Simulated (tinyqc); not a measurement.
Grain growth, pinning, strength and diffusional creep of a polycrystal or thin film: one step, computed by the program tinyqc. Command: `OMP_NUM_THREADS=1 python tinyqc.py 3016420 3016421 out.jsonl grain walk`. One thread of a shared host (Intel(R) Xeon(R) Processor @ 2.30GHz), about 0.01 s of CPU time with the checks.

One mean grain size d describes the structure.

Task: Yield stress. Hall-Petch term k_y/sqrt(d). Orowan term 3.06 x 0.4 G b ln(2 rbar/b)/(pi lambda sqrt(1 - nu)) with nu = 1/3, rbar = sqrt(2/3) r, lambda = rbar (sqrt(pi/f) - 2). The terms are added to sigma_0.

Inputs (values chosen for the exercise, for a model solid):
```
quantity,value,unit
shear modulus G,61.8,GPa
Burgers vector b,3.84,angstrom
anneal temperature T,2507,K
particle volume fraction f,0.0011,-
particle radius r,6,nm
friction stress sigma_0,270,MPa
Hall-Petch slope k_y,0.29,MPa m^0.5
```

Sample: bulk.

grain size d = 215.9438 nm

Give: Hall-Petch term; Orowan term; yield stress.

Result:

Hall-Petch term = 624.06 MPa

Orowan term = 145.55 MPa

yield stress = 1039.6 MPa
